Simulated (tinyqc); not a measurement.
Two-step dopant diffusion (predeposition and drive-in) with a constant diffusivity: one step, computed by the program tinyqc. Command: `OMP_NUM_THREADS=1 python tinyqc.py 3010744 3010745 out.jsonl dopdiff walk`. One thread of a shared host (Intel(R) Xeon(R) Processor @ 2.30GHz), about 0.05 s of CPU time with the checks.

Fick diffusion into a half space x > 0 whose background doping C_B is of the opposite type, so that a junction lies where C = C_B.

Problem. Exact junction depth. Exact two-step profile: C = (2 C_s/pi) int_0^alpha exp(-beta (1 + u^2))/(1 + u^2) du with alpha = sqrt(D1 t1/(Dt)2), beta = x^2/(4 (D1 t1 + (Dt)2)). The integral takes 48 Gauss-Legendre points; solve C(x) = C_B.

Inputs (values chosen for the exercise, modelled on arsenic in silicon):
```
quantity,value,unit
surface concentration C_s,1.2e+19,1/cm^3
background doping C_B,2.4e+16,1/cm^3
predeposition temperature T1,1050,C
drive-in temperature T2,1050,C
```

product D1 t1 = 1.456564e-11 cm^2

drive-in budget (Dt)2 = 2.913129e-11 cm^2

Give: exact junction depth.

Solution.

exact junction depth = 0.2884 um
